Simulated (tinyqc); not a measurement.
What each parameter of the potential does: deformation potentials from a strained empirical pseudopotential.

Diamond lattice, no spin-orbit coupling. Atomic form factor V(q) = a1 (q^2 - a2)/(a3 exp(a4 q^2) - 1) in rydberg with q in 1/bohr, for the unstrained cell. Under a strain e the reciprocal vectors and k go over into (1 + e)^(-1) G, the atoms sit at +/- tau with tau = (1 + e) a (1,1,1)/8 - zeta a (eyz, ezx, exy)/4, and H(G,G') = c |k + G|^2 delta + (V(q)/det(1 + e)) cos(q.tau), q = G - G', with the term q = 0 left out; c = hbar^2/2m0. The basis is fixed before straining: all G with |k + G|^2 up to 16 (2 pi/a)^2. k is given in units of 2 pi/a of the unstrained cell.

Constants: hbar^2/2m0 = 3.80998211 eV angstrom^2; Ry = 13.60569312 eV; a0 (Bohr radius) = 0.5291772105 angstrom.

Parameters, chosen for this exercise (near those of Si; not measured data):

| symbol | value | unit | meaning |
|---|---|---|---|
| a | 5.423 | angstrom | lattice constant |
| a1 | 0.538 |  |  |
| a2 | 2.183 |  |  |
| a3 | 2.033 |  |  |
| a4 | 0.489 |  |  |
| kD | 0.82 | 2 pi/a | position of the Delta minimum |

Gaps from the valence top to level 8 at Gamma and level 5 at (kD,0,0) and L, and their deformation potentials [E(+h) - E(-h)]/(3 ln((1 + h)/(1 - h))) for e = +/- h 1, h = 0.002. The row for the lattice constant keeps V(q) without the volume factor, so it is not a strain.

One parameter was then changed.

Results before and after:

| case | Gamma (eV) | Delta (eV) | L (eV) | potential Gamma (eV) | potential Delta (eV) | potential L (eV) |
|---|---|---|---|---|---|---|
| base | 4.204 | 1.156 | 2.066 | -8.82 | 2.74 | -1.87 |
| changed | 4.074 | 1.450 | 2.169 | -9.12 | 2.42 | -2.06 |

Which of these changes was made? (a) a = 5.477 angstrom; (b) a4 = 0.484; (c) a2 = 2.161; (d) a1 = 0.543; (e) a3 = 2.053.

Answer: (a) a = 5.477 angstrom. Of the candidates, run in turn, only this one gives the changed row.

All candidates:

| case | Gamma (eV) | Delta (eV) | L (eV) | potential Gamma (eV) | potential Delta (eV) | potential L (eV) |
|---|---|---|---|---|---|---|
| base | 4.204 | 1.156 | 2.066 | -8.82 | 2.74 | -1.87 |
| a = 5.477 angstrom | 4.074 | 1.450 | 2.169 | -9.12 | 2.42 | -2.06 |
| a1 = 0.543 | 4.247 | 1.223 | 2.116 | -8.90 | 2.73 | -1.88 |
| a2 = 2.161 | 4.318 | 1.079 | 2.069 | -8.75 | 2.79 | -1.84 |
| a3 = 2.053 | 4.157 | 1.064 | 2.003 | -8.73 | 2.73 | -1.87 |
| a4 = 0.484 | 4.301 | 1.244 | 2.144 | -9.00 | 2.66 | -1.95 |

Computed by tinyqc, a small Python program: `OMP_NUM_THREADS=1 python tinyqc.py 1881163 1881164 out.jsonl` (the numbers bound the seed that draws the inputs); one thread of a shared host (Intel(R) Xeon(R) Processor @ 2.30GHz), about 0.2 s for the whole set of steps.
